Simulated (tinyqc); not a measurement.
# The weight eta from points of equal mobility

Problem. If the mobility depends on E = q (Ndep + eta Ns)/(eps0 eps_r) alone, two points of equal mobility on its falling branch have equal E. Find eta and E.

Parameters, values chosen for the exercise: relative permittivity of the semiconductor eps_r = 11.7.

Constants: q = 1.602176634e-19 C, eps0 = 8.8541878128e-14 F/cm where lengths are in cm. Results are converted to the units shown.

Ndep at two body biases (cm^-2): 1.9401612e12  3.1268908e12
Ns at which the mobility is the same (cm^-2): 1.1e13  8.6730791e12

Solution. eta is the ratio of the differences of Ndep and Ns.

eta = 0.5100
E = 1.168 MV/cm

Program tinyqc, `OMP_NUM_THREADS=1 python tinyqc.py 2510158 2510159 out.jsonl`; Intel Xeon 2.30GHz, shared host, one thread, about 0.01 s.
